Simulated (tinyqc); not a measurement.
# p-n diode with diffusion and depletion-layer recombination: two studies

Abrupt junction in the depletion approximation, low injection, full ionisation, neutral widths fixed, ohmic contact on the p side. Vj is the junction voltage; where a series resistance Rs is given, V = Vj + J Rs is the terminal voltage.

Inputs (values chosen for the exercise); band and dielectric values close to those of germanium:
```
symbol,value,unit,meaning
T,300,K,temperature
Eg,0.662,eV,band gap
eps_r,16.3,,relative permittivity
Nc,1.03e19,cm^-3,conduction-band density of states at T
Nv,6.07e18,cm^-3,valence-band density of states at T
Na,2.4e16,cm^-3,acceptor density
Nd,5.1e16,cm^-3,donor density
mun,2800,cm^2/(V s),electron mobility in the p side
mup,1300,cm^2/(V s),hole mobility in the n side
tn,3e-8,s,electron lifetime
tp,1e-9,s,hole lifetime
wp,1.2,um,neutral width of the p side
wn,120,um,neutral width of the n side
Sp,60000,cm/s,recombination velocity at the n contact
Rs,0.00038,ohm cm^2,series resistance
Et,0,eV,trap level above the intrinsic level
Vj,0.14,V,junction voltage at which recombination is evaluated
```

Constants: q = 1.602176634e-19 C, kB = 1.380649e-23 J/K, Vt = kB T/q, eps0 = 8.8541878128e-14 F/cm where lengths are in cm. Results are converted to the units shown.

Each table varies one quantity; the others keep the values above.

## Currents and ideality against junction voltage

ni = sqrt(Nc Nv) exp(-Eg/(2 Vt)), Eg in volts; D = mu Vt; Ln = sqrt(Dn tn), Lp = sqrt(Dp tp); J0n = q ni^2 Dn coth(wp/Ln)/(Ln Na); J0p = (q ni^2 Dp/(Lp Nd)) (s + tanh(wn/Lp))/(1 + s tanh(wn/Lp)), s = Sp Lp/Dp. J_diff = (J0n + J0p)(exp(Vj/Vt) - 1). Vbi = Vt ln(Na Nd/ni^2), W = sqrt(2 eps0 eps_r (Vbi - Vj)(1/Na + 1/Nd)/q), xp = W Nd/(Na + Nd), xn = W Na/(Na + Nd); u(x) = q Na (x + xp)^2/(2 eps0 eps_r) for x < 0 and Vbi - Vj - q Nd (xn - x)^2/(2 eps0 eps_r) for x > 0; p = Na exp(-u/Vt), n = Nd exp((u - Vbi + Vj)/Vt); U = ni^2 (exp(Vj/Vt) - 1)/(tp (n + ni exp(Et/Vt)) + tn (p + ni exp(-Et/Vt))); J_scr = q times the integral of U from -xp to xn. J = J_diff + J_scr. Ideality = (1/Vt) dVj/d ln J or (1/Vt) dV/d ln J; last column ni^2 exp(Vj/Vt)/N^2.

Currents and ideality against junction voltage:
columns A: Vj (V); B: J_diff (A/cm^2); C: J_scr (A/cm^2); D: J (A/cm^2); E: V (V); F: ideality against Vj; G: ideality against V; H: minority/doping, lighter side
```
A          B         C       D       E      F      G         H
0.12  0.2241  0.008672  0.2328  0.1201  1.004  1.007  8.519e-5
0.13  0.3310   0.01110  0.3421  0.1301  1.006  1.011  1.254e-4
0.15  0.7200   0.01803  0.7381  0.1503  1.006  1.017  2.719e-4
0.16   1.061   0.02291   1.084  0.1604  1.006  1.022  4.003e-4
0.17   1.563   0.02906   1.592  0.1706  1.006  1.029  5.893e-4
0.19   3.391   0.04660   3.438  0.1913  1.005  1.055  0.001277
0.2    4.994   0.05892   5.053  0.2019  1.004  1.078  0.001881
0.21   7.353   0.07441   7.428  0.2128  1.004  1.113  0.002769
0.23   15.94    0.1180   16.06  0.2361  1.003  1.239  0.006002
```

What does the table show?

The ideality against Vj stays near 1.00. Diffusion is the larger current in every row. J_scr alone has an ideality of 1.57 between the first two rows and 1.68 between the last two. From Vj = 0.21 V the series resistance raises the terminal ideality by over a tenth; there J Rs = 0.11 Vt.

## Effect of the trap level above the intrinsic level

Same model as above.

J = J_diff + J_scr.

The same in every row: J0n (A/cm^2) = 0.001909; J0p (A/cm^2) = 2.724e-4; J_diff (A/cm^2) = 0.4884; wn/Lp = 65.46.

Result of one run:
```
Et (eV)  J_scr (A/cm^2)  J_scr/J (%)
-0.3           3.866e-6     7.917e-4
```

What becomes of these results when the trap level above the intrinsic level Et is changed from -0.3 to 0 eV, all else the same?

Result of the changed run:
```
Et (eV)  J_scr (A/cm^2)  J_scr/J (%)
0               0.01417        2.819
```

The whole series:
```
Et (eV)  J_scr (A/cm^2)  J_scr/J (%)
-0.3           3.866e-6     7.917e-4
-0.2           1.684e-4      0.03446
-0.1           0.003675       0.7470
0               0.01417        2.819
0.1             0.01347        2.684
0.2            0.002701       0.5500
0.3            1.089e-4      0.02230
```

As Et goes from -0.3 to 0.3, J0p stays at 2.72e-4 A/cm^2, J_scr goes from 3.87e-6 through a maximum of 0.0142 (at Et = 0 among the rows listed) to 1.09e-4 A/cm^2 and its share goes from 7.92e-4 through a maximum of 2.82 (at Et = 0 among the rows listed) to 0.0223 %. A level far from mid-gap re-emits carriers to the nearer band, which lowers U once ni exp(|Et|/Vt) exceeds the local carrier density.

tinyqc, about 0.01 s, one thread, Intel Xeon 2.30GHz (shared host): `OMP_NUM_THREADS=1 python tinyqc.py 2260058 2260059 out.jsonl`
